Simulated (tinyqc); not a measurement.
Solubility, supersaturation, precipitation and gettering of an impurity in a silicon-like host: one step, computed by the program tinyqc.

The wafer was saturated at T1 and is then held at T.

Question. Segregation into a layer on one face. k = k_0 exp(E_g/(k_B T)); in equilibrium the bulk keeps C/C0 = 1/(1 + k t_g/w). For a strong sink on one face the slowest diffusion mode has tau_w = 4 w^2/(pi^2 D), and C/C0 is estimated as c_eq + (1 - c_eq)(8/pi^2) sum over odd m up to 99 of exp(-m^2 t/tau_w)/m^2. Precipitation is left out here.

Inputs (values chosen for the exercise, modelled on oxygen in silicon): temperature of saturation T1 = 1475 K; anneal temperature T = 1212 K; anneal time t = 120000 s; wafer thickness w = 400 micrometre; segregation energy E_g = 1.3 eV; segregation prefactor k_0 = 0.0029; getter layer thickness t_g = 0.49 micrometre.

Gettering: segregation gettering in a layer.

D(T) = 8.258008e-12 cm^2/s

Constants: k_B = 8.617333262e-05 eV/K.

Give: segregation coefficient k; equilibrium C/C0; tau_w; mean C/C0 at t.

Answer.

segregation coefficient k = 738.1

equilibrium C/C0 = 0.5252

tau_w = 7.852e+07 s

mean C/C0 at t = 0.9867

Diffusion and capacity both matter.
